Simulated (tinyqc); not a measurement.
Kinetics of strain relaxation and threading dislocations in mismatched semiconductor layers: one step, computed by the program tinyqc.

60-degree dislocations on {111} planes of a (001) layer, isotropic elasticity. The Schmid factor is 1/sqrt(6), and a misfit segment relieves strain with b/2.

Question. Graded buffer. In steady grading, strain is fed at R_f R_g and relieved at (b/4) rho v. As a glide-limited estimate, the driving stress is taken as the mean stress of the strained top zone, whose depth z solves R_f z/2 = e_eq(z), with strain R_f z at the surface; tau_g = S R_f z/2 is its mean; then rho = 4 R_f R_g/(b m tau_g), m = v0 exp(-Q/(k_B T_g)), S = (1/sqrt 6) 2 G (1 + nu)/(1 - nu), e_eq(z) = b (1 - nu/4) [ln(z/b) + 1]/(4 pi (1 + nu) z).

Inputs (values chosen for the exercise, for a model layer):
```
quantity,value,unit
misfit f,0.00604,-
shear modulus G,65,GPa
Poisson ratio nu,0.27,-
Burgers vector b,3.88,angstrom
glide activation energy Q,1.89,eV
velocity prefactor v0,30000,m/s per MPa
grading rate (misfit per thickness) R_f,0.0034,1/micrometre
growth temperature of the buffer T_g,981,K
growth rate R_g,0.3,nm/s
```

Constants: k_B = 8.617333262e-05 eV/K.

Give: depth z of the strained zone; stress tau_g; thread density of the buffer; buffer thickness f/R_f.

Answer.

depth z of the strained zone = 320.8 nm

stress tau_g = 50.36 MPa

thread density of the buffer = 3567 1/cm^2

buffer thickness f/R_f = 1.776 micrometre

Raising T_g by 50 K would lower this density by a factor 3.0: fast glide lets few threads do the work. Caution: real buffers seldom go below 1e5 /cm^2, as pile-ups and nucleation take over; this value is a lower bound.
